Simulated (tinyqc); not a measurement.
# Resistance of a source-drain extension with a graded tip: two studies

y runs along the channel, the gate covers y > 0. The doping is N0 for y < y0 and N0 10^(-(y - y0)/la) beyond, uniform over the depth xj. Sheet conductance s(y) = q mu(N) max(N - Nch, 0) xj + (for y > 0) ma Cox Vo, with mu(N) = u0 + (u1 - u0)/(1 + (N/Nr)^au) and Cox = eps0 eox/tox. Current is taken as one-dimensional; depletion of the tip, spreading and the contact are left out. The metallurgical junction lies at yj, where N = Nch.

Parameters, values chosen for the exercise; mobility law close to that of electrons in silicon: relative permittivity of the gate insulator (close to silicon dioxide) eox = 3.9; insulator thickness tox = 2.8 nm; active doping of the extension far from the gate N0 = 1.9e20 cm^-3; lateral abruptness la = 1.9 nm/decade; position under the gate where the fall begins (gate edge at 0) y0 = 4.4 nm; depth of the extension xj = 10 nm; channel doping Nch = 3.4e17 cm^-3; spacer length Ls = 20 nm; gate overdrive Vo = 0.61 V; mobility of the gate-induced layer ma = 80 cm^2/(V s); mobility at low doping u1 = 1414 cm^2/(V s); mobility at high doping u0 = 68.5 cm^2/(V s); reference doping Nr = 9.2e16 cm^-3; exponent au = 0.711; gate length Lg = 50 nm.

Constants: q = 1.602176634e-19 C, eps0 = 8.8541878128e-14 F/cm where lengths are in cm. Results are converted to the units shown.

Each table varies one quantity; the others keep the values above.

## Abruptness at a fixed junction position

R_spacer = integral of dy/s from -Ls to 0, R_ov from 0 to yj, R_channel = (Lg - 2 yj)/(ma Cox Vo), R_total = 2 R_spacer + 2 R_ov + R_channel. Electrical length L_eff = ma Cox dR_total/d(1/Vo); R_series = R_total - L_eff/(ma Cox Vo). y0 is moved with la so that yj stays at 9.6198 nm.

The same in every row: yj (nm) = 9.620; R_channel (ohm um) = 511.1.

Abruptness at a fixed junction position:
```
la (nm/decade)  R_spacer (ohm um)  R_ov (ohm um)  R_total (ohm um)  L_eff (nm)  R_series (ohm um)
1                           8.848          19.09             567.0       31.88              37.28
2.2                         8.848          37.03             602.9       33.21              51.08
3.4                         8.848          54.97             638.8       34.54              64.89
4.6                         10.41          71.49             674.9       35.85              79.26
5.8                         16.60          84.27             712.9       37.07              96.85
6.9                         26.61          93.13             750.6       38.07              118.1
8.1                         41.78          100.6             795.8       39.00              147.7
9.3                         60.76          106.4             845.4       39.81              184.0
```

Read the table: what changes, and by how much?

As la goes from 1 to 9.3 nm/decade, R_total rises from 567 to 845 ohm um, R_spacer rises from 8.85 to 60.8 ohm um and R_ov rises from 19.1 to 106 ohm um. R_total changes on average by 33.5 ohm um for each nm/decade. L_eff exceeds the metallurgical length by 1.12 nm in the first row and 9.05 nm in the last, since the gate also controls the lightly doped tips.

## Effect of the depth of the extension

Same model as above.

The same in every row: yj (nm) = 9.620; R_channel (ohm um) = 511.1.

Results:
```
xj (nm)  R_spacer (ohm um)  R_ov (ohm um)  R_total (ohm um)  L_eff (nm)  R_series (ohm um)
4                    22.12          47.91             651.2       34.29              81.34
5.6                  15.80          41.89             626.5       33.73              66.06
11                   8.043          31.14             589.5       32.75              45.26
15                   5.899          26.81             576.5       32.38              38.46
21                   4.213          22.56             564.7       32.04              32.31
29                   3.051          18.92             555.1       31.76              27.29
40                   2.212          15.73             547.0       31.54              22.98
```

Estimate the missing row, xj = 7.7 nm.

Computed row:
```
xj (nm)  R_spacer (ohm um)  R_ov (ohm um)  R_total (ohm um)  L_eff (nm)  R_series (ohm um)
7.7                  11.49          36.60             607.3       33.24              54.97
```

With this row back in the table: As xj goes from 4 to 40, R_total falls from 651 to 547 ohm um, L_eff falls from 34.3 to 31.5 nm and R_series falls from 81.3 to 23.0 ohm um.

Program tinyqc, `OMP_NUM_THREADS=1 python tinyqc.py 2282077 2282078 out.jsonl`; Intel Xeon 2.30GHz, shared host, one thread, about 0.03 s.
